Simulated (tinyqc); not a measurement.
# Zener tunnelling in a reverse-biased junction, two-band WKB: two studies

Abrupt p-n junction, depletion approximation. Energies E are counted from the conduction-band edge of the neutral n side; its Fermi level lies at dn, that of the p side at dn - V, and the valence-band edge of the neutral p side at Em = dn + dp - V. Tunnelling needs 0 < E < Em. Two-band dispersion with equal masses m: inside the gap kappa = sqrt(m u (1 - u/Eg)/C), u the distance from a band edge, C = hbar^2/(2 m0).

Parameters, values chosen for the exercise; band and dielectric values close to those of indium phosphide:
```
symbol    value   unit                                     meaning
T           300      K                                 temperature
Eg         1.35     eV                                    band gap
eps_r      12.7                              relative permittivity
Nc      5.68e17  cm^-3  conduction-band density of states at 300 K
Nv      1.11e19  cm^-3     valence-band density of states at 300 K
m         0.089     m0        band-edge mass of the two-band model
Na       2.3e19  cm^-3                            acceptor density
Nd         5e18  cm^-3                               donor density
V            -2      V                          bias of the p side
```

Constants: q = 1.602176634e-19 C, kB = 1.380649e-23 J/K, hbar = 1.054571817e-34 J s, h = 6.62607015e-34 J s, m0 = 9.1093837015e-31 kg, Vt = kB T/q, eps0 = 8.8541878128e-14 F/cm where lengths are in cm, hbar^2/(2 m0) = 0.0380998212 eV nm^2. Results are converted to the units shown.

Each table varies one quantity; the others keep the values above.

## Effect of the band gap with the mass tied to it

The mass follows the gap, m = 0.089 Eg/1.35 eV, as in a two-band model with a fixed matrix element; Nc, Nv and eps_r are held. Nd = Nc F12(dn/Vt), Na = Nv F12(dp/Vt), F12(x) = (2/sqrt(pi)) int_0^infinity sqrt(u)/(1 + exp(u - x)) du; dn = EF - Ec on the n side, dp = Ev - EF on the p side (negative outside the bands); Vbi = Eg + dn + dp. W = sqrt(2 eps0 eps_r (Vbi - V)(1/Na + 1/Nd)/q), mean field F = (Vbi - V)/W, peak field 2 F. In a uniform field F the exponent is S = pi sqrt(m/C) Eg^1.5/(4 F). Transverse energy Et = C kt^2/m raises it to S (1 + 4 Et/Eg), so T = exp(-S) exp(-Et/Eb) with Eb = Eg/(4 S). KJ = (2 q^2/h) m/(4 pi C) (times 1e14 for A/cm^2 per eV^2). J = KJ exp(-S) Eb times the integral from 0 to Em of [f(E - dn) - f(E - dn + V)] [1 - exp(-min(E, Em - E)/Eb)] dE, f(x) = 1/(1 + exp(x/Vt)), with S and Eb from the mean field; J > 0 flows from p to n.

Effect of the band gap with the mass tied to it:
```
Eg (eV)  Vbi (V)  mean field (MV/cm)      S  J (A/cm^2)  S at fixed m
0.68      0.8461              0.9126  5.235    -2.483e5         7.376
0.87       1.036              0.9425  8.297    -1.203e4         10.34
1.06       1.226              0.9716  11.95      -322.3         13.48
1.25       1.416              0.9998  16.15      -4.986         16.78
1.45       1.616               1.029  21.12    -0.03561         20.38
1.64       1.806               1.055  26.33   -1.988e-4         23.89
1.83       1.996               1.081  32.00   -7.057e-7         27.48
2.03       2.196               1.108  38.42   -1.171e-9         31.33
```

What does the table show?

S rises from 5.24 to 38.4, as Eg^(1.82), against Eg^(1.32) at fixed m; at a fixed field the powers would be 2 and 1.5, and the field grows with Vbi. |J| falls from 2.48e5 to 1.17e-9 A/cm^2.

## Exponent along the true band profile

Along the true parabolic profile the field at the point where the conduction edge stands at e = E + u is sqrt(2 q Nd e/(eps0 eps_r)) for e < a D and sqrt(2 q Na (D - e)/(eps0 eps_r)) above, D = Vbi - V, a = Na/(Na + Nd); S(E) = 2 int_0^Eg kappa(u) du/field.

Exponent along the true band profile:
```
E (eV)   S(E)  S(E)/S of the mean field
0.13    19.24                     1.036
0.368   16.17                    0.8712
0.607   14.34                    0.7723
0.845   13.05                    0.7030
1.083   12.07                    0.6503
1.321   11.29                    0.6082
1.56    10.64                    0.5734
1.798   10.26                    0.5524
2.036   10.61                    0.5715
```

What does the table show?

S(E) goes from 19.2 through a minimum of 10.3 (at E = 1.798 eV among the rows listed) to 10.6. The mean field gives S = 18.6 and the peak field 9.28; the smallest S(E) is 0.55 of the mean-field value, so the mean field understates the best transmission by a factor of 4060.

Range of the model: Parabolic densities of states, no band tails and no gap narrowing, all of which matter at such doping.

Program tinyqc, `OMP_NUM_THREADS=1 python tinyqc.py 2620103 2620104 out.jsonl`; Intel Xeon 2.30GHz, shared host, one thread, about 0.02 s.
